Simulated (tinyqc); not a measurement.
Capacitance measurement on a leaky thin oxide: effects of series resistance and leakage: readings against frequency.

The device is a capacitance C in parallel with a leakage conductance G, in series with Rs and Ls. An impedance meter reports either a parallel pair (Cp, Gp) from Y = 1/Z = Gp + i w Cp or a series pair (Cs, Rm) from Z = Rm + 1/(i w Cs); w = 2 pi f, dissipation D = Gp/(w |Cp|).

EOT = 3.9 tox/eox; CET = EOT + zc + zp; C = 3.9 eps0 A/CET; G = Jg A/Vs. Z = Rs + i w Ls + 1/(G + i w C); CET read from Cp = 3.9 eps0 A/Cp; errors under 0.001 % are printed as 0.

Inputs (values chosen for the exercise); values of the order met in thin-oxide MOS capacitors: relative permittivity of the gate insulator (close to silicon dioxide) eox = 3.9; insulator thickness tox = 3.7 nm; gate area A = 400 um^2; oxide-equivalent thickness added by the accumulation layer zc = 0.36 nm; oxide-equivalent thickness added by gate depletion zp = 0 nm; gate leakage current density, not matched to the thickness Jg = 0.0026 A/cm^2; voltage for an e-fold rise of the leakage Vs = 0.3 V; series resistance Rs = 6.4 ohm; series inductance Ls = 12 nH.

Constants: eps0 = 8.8541878128e-14 F/cm where lengths are in cm. Results are converted to the units shown.

The same in every row: C (pF) = 3.4021.

Result of one run:

| f (Hz) | Cp (pF) | Cs (pF) | D | error of Cp (%) | error of Cs (%) | CET read from Cp (nm) |
|---|---|---|---|---|---|---|
| 30000 | 3.4021 | 3.4120 | 0.054063 | 0 | 0.292 | 4.0600 |

What becomes of these results when the measuring frequency f is changed from 30000 to 3e7 Hz, all else the same?

Result of the changed run:

| f (Hz) | Cp (pF) | Cs (pF) | D | error of Cp (%) | error of Cs (%) | CET read from Cp (nm) |
|---|---|---|---|---|---|---|
| 3e7 | 3.4070 | 3.4070 | 0.0041643 | 0.144 | 0.145 | 4.0542 |

The whole series:

| f (Hz) | Cp (pF) | Cs (pF) | D | error of Cp (%) | error of Cs (%) | CET read from Cp (nm) |
|---|---|---|---|---|---|---|
| 1000 | 3.4021 | 12.350 | 1.6218 | 0 | 263 | 4.0600 |
| 3000 | 3.4021 | 4.3963 | 0.54059 | 0 | 29.2 | 4.0600 |
| 10000 | 3.4021 | 3.4916 | 0.16218 | 0 | 2.63 | 4.0600 |
| 30000 | 3.4021 | 3.4120 | 0.054063 | 0 | 0.292 | 4.0600 |
| 1e5 | 3.4021 | 3.4030 | 0.016231 | 0 | 0.0263 | 4.0600 |
| 3e5 | 3.4021 | 3.4022 | 0.0054469 | 0 | 2.94e-3 | 4.0600 |
| 1e6 | 3.4021 | 3.4021 | 0.0017586 | 0 | 0 | 4.0600 |
| 3e6 | 3.4021 | 3.4022 | 9.5102e-4 | 1.39e-3 | 1.48e-3 | 4.0599 |
| 1e7 | 3.4026 | 3.4027 | 0.0015305 | 0.0159 | 0.0161 | 4.0594 |
| 3e7 | 3.4070 | 3.4070 | 0.0041643 | 0.144 | 0.145 | 4.0542 |

D goes from 1.62 through a minimum of 9.51e-4 (at f = 3e6 Hz among the rows listed) to 0.00416; without inductance its minimum lies at f = sqrt(G (1 + G Rs)/Rs)/(2 pi C) = 3.44e6 Hz. The error of Cp goes from 0 to 0.144 % and that of Cs from 263 to 0.145 %; at low frequency Cp tends to C/(1 + G Rs)^2 and Cs grows as 1 + (G/(w C))^2. One of the two readings is within 2 % of C for f = 1000, 3000, 10000, 30000, 1e5, 3e5, 1e6, 3e6, 1e7, 3e7 Hz. For f = 1000 D exceeds 1, where the accuracy of real meters degrades in proportion to sqrt(1 + D^2).

Program tinyqc, `OMP_NUM_THREADS=1 python tinyqc.py 2022206 2022207 out.jsonl`; Intel Xeon 2.30GHz, shared host, one thread, about 0.01 s.
